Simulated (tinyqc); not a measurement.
What each parameter does: two-band k.p model of the Delta valleys near the X point under shear strain.

Valley pair on the [001] axis, kz counted from the X point, c = hbar^2/2m0, k0 = kx0 2 pi/a. H = (c kz^2/ml + c (kx^2 + ky^2)/mt + c k0^2/ml) 1 + (2 c k0 kz/ml) sigma_z + (D exy - 2 c kx ky/Mp) sigma_x, so E = c kz^2/ml + c (kx^2 + ky^2)/mt + c k0^2/ml -/+ sqrt((2 c k0 kz/ml)^2 + (D exy - 2 c kx ky/Mp)^2). Without strain the lower band has its minima, E = 0, at kz = +/- k0. Shifts from diagonal strain are left out.

For |eta| < 1: k_min = k0 sqrt(1 - eta^2), E_min = -Delta eta^2/2, ml(eta) = ml/(1 - eta^2), 1/m[110] = 1/mt + eta/Mp, 1/m[1-10] = 1/mt - eta/Mp. For |eta| > 1 the minimum sits at X: E_min = -Delta (2 |eta| - 1)/2, ml(eta) = ml/(1 - 1/|eta|), and eta is replaced by its sign in the transverse masses. Here Delta = 2 c k0^2/ml and eta = D exy/Delta.

Constants: hbar^2/2m0 = 3.80998211 eV angstrom^2.

Parameters, chosen for this exercise (near those of Si; not measured data):
- a = 5.438 angstrom (lattice constant)
- ml = 0.902 m0 (longitudinal mass)
- mt = 0.196 m0 (transverse mass)
- kx0 = 0.153 2 pi/a (distance of the minimum from X)
- D = 12.9 eV (shear deformation potential)
- Mp = 0.225 m0 (coupling mass)
- exy = 0.0012 (shear strain)

Delta = 2 c k0^2/ml, eta = D exy/Delta. Each row changes one parameter from the base and keeps the others.

Results:
```
case                     eta  E_min (meV)  ml(eta) (m0)  m[110] (m0)  m[1-10] (m0)
base                  0.0586        -0.45        0.9051       0.1865        0.2066
ml = 0.96514 m0       0.0627        -0.49        0.9690       0.1858        0.2073
mt = 0.18228 m0       0.0586        -0.45        0.9051       0.1740        0.1914
kx0 = 0.16371 2 pi/a  0.0512        -0.40        0.9044       0.1876        0.2052
D = 13.803 eV         0.0627        -0.52        0.9056       0.1858        0.2073
Mp = 0.24075 m0       0.0586        -0.45        0.9051       0.1871        0.2058
exy = 0.00128         0.0625        -0.52        0.9055       0.1859        0.2073
```

The largest shifts from the base row, up to three for each result and ties (the steps differ in size, so this ranks the rows, not the parameters). eta: kx0 -0.0074, ml +0.0041, D +0.0041; unchanged at the printed digits by mt and Mp. E_min (meV): D -0.07, exy -0.06, kx0 +0.06; unchanged at the printed digits by mt and Mp. ml(eta) (m0): ml +0.0638, kx0 -0.0007, D +0.0005; unchanged at the printed digits by mt and Mp. m[110] (m0): mt -0.0125, kx0 +0.0012, ml -0.0006, D -0.0006, exy -0.0006, Mp +0.0006. m[1-10] (m0): mt -0.0152, kx0 -0.0014, ml +0.0008, D +0.0008.

Run: tinyqc, `OMP_NUM_THREADS=1 python tinyqc.py 1050584 1050585 out.jsonl`; Intel(R) Xeon(R) Processor @ 2.30GHz, one thread, shared host; about 0.01 s of CPU time with all checks.
